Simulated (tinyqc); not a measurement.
Leakage against temperature: trap-assisted generation and recombination current of an abrupt junction. Computed by tinyqc, a small Python program. Command: `OMP_NUM_THREADS=1 python tinyqc.py 3015707 3015708 out.jsonl junctionleak walk`. One thread of a shared host (Intel(R) Xeon(R) Processor @ 2.30GHz), about 0.01 s of CPU time with the checks.

Depletion approximation, flat quasi-Fermi levels across the depleted layer, long neutral regions with minority lifetimes tau_n and tau_p, full ionisation and Boltzmann statistics. Voltages in exponents stand for e V.

Inputs (values chosen for the exercise, with bands and screening modelled on InP):
```
quantity                              value    unit
gap E_g                                1.37      eV
electron mass m_e                    0.0778     m_0
valleys M_c                               1       -
hole mass m_h                         0.623     m_0
dielectric constant eps                12.5       -
acceptor density N_A                1.6e+17   cm^-3
donor density N_D                     3e+18   cm^-3
capture time tau_n                  1.9e-06       s
capture time tau_p                  2.9e-08       s
trap level E_t - E_i                      0      eV
electron diffusion coefficient D_n      5.2  cm^2/s
hole diffusion coefficient D_p          2.9  cm^2/s
reverse bias V_r                        4.1       V
temperature T                           300       K
tunnelling mass m_t                    0.21     m_0
```

Field enhancement: Hurkx tunnelling factor.

Constants: k_B = 8.617333262e-05 eV/K; m_0 = 9.1093837015e-31 kg; k_B = 1.380649e-23 J/K; h = 6.62607015e-34 J s; e = 1.602176634e-19 C; eps_0 = 8.8541878128e-12 F/m; hbar = 1.054571817e-34 J s.

Method:
- N_c = 2 M_c (2 pi m_e k_B T/h^2)^(3/2) and N_v = 2 (2 pi m_h k_B T/h^2)^(3/2), masses in units of m_0.
- n_i = sqrt(N_c N_v) exp(-E_g/2 k_B T); V_bi = (k_B T/e) ln(N_A N_D/n_i^2); diffusion saturation current J_d0 = e n_i^2 [sqrt(D_n/tau_n)/N_A + sqrt(D_p/tau_p)/N_D].
- W = sqrt(2 eps eps_0 (V_bi - V)(1/N_A + 1/N_D)/e), x_p = W N_D/(N_A + N_D), x_n = W - x_p, peak field F_m = 2 (V_bi - V)/W; reverse bias means V = -V_r.
- Both capture times are divided by 1 + Gamma, Gamma = 2 sqrt(3 pi) (F/F_G) exp((F/F_G)^2), F_G = sqrt(24 m_t (k_B T)^3)/(e hbar) (the low-field Hurkx form), F being the local field, linear in x from 0 at the edges to F_m.
- Potential from the p edge: phi = (V_bi - V) x^2/(x_p W) on the p side and (V_bi - V)[1 - (W - x)^2/(x_n W)] on the n side; p = N_A exp(-phi/k_B T), n = n_i^2 exp(V/k_B T)/p; U = (n p - n_i^2)/[tau_p (n + n_i exp(dE/k_B T)) + tau_n (p + n_i exp(-dE/k_B T))], dE = E_t - E_i, n1 = n_i exp(dE/k_B T), p1 = n_i exp(-dE/k_B T); J_t = e int U dx by the trapezoid rule on 400 intervals on each side.
- The gap, capture times and diffusion coefficients are held fixed. J_g = -J_t at V = -V_r. The last column is -k_B d ln(J_g + J_d0)/d(1/T) from this row and the one above.

peak field F_m = 487401 V/cm

Reverse current:
```
T (K)  generation (A/cm^2)  diffusion (A/cm^2)  activation energy (eV)
240             9.0181e-13          1.2837e-25                       -
270             1.5572e-11          2.8737e-22                 0.53026
300             1.8208e-10          1.4221e-19                 0.57212
340             2.8513e-09          1.0560e-16                 0.60453
380             2.7426e-08          2.0239e-14                 0.63009
420             1.8059e-07          1.4690e-12                 0.64803
480             1.7900e-06          2.4884e-10                 0.66418
```

What follows from these numbers?

The activation energy goes from 0.530 to 0.664 eV. Generation alone gives about E_g/2 + dE if tau_p exp(dE/k_B T) exceeds tau_n exp(-dE/k_B T), else E_g/2 - dE, here 0.685 eV, plus 1.5 k_B T, less where tunnelling helps, and diffusion E_g = 1.37 eV plus 3 k_B T; generation rules in every row. Caution: one side is doped near or above its effective density of states, so Boltzmann statistics understate V_bi. Caution: at such a field avalanche multiplication or band-to-band tunnelling, left out here, may dominate the reverse current.

Extremes, crossings and ranges named in words are read from the listed rows.
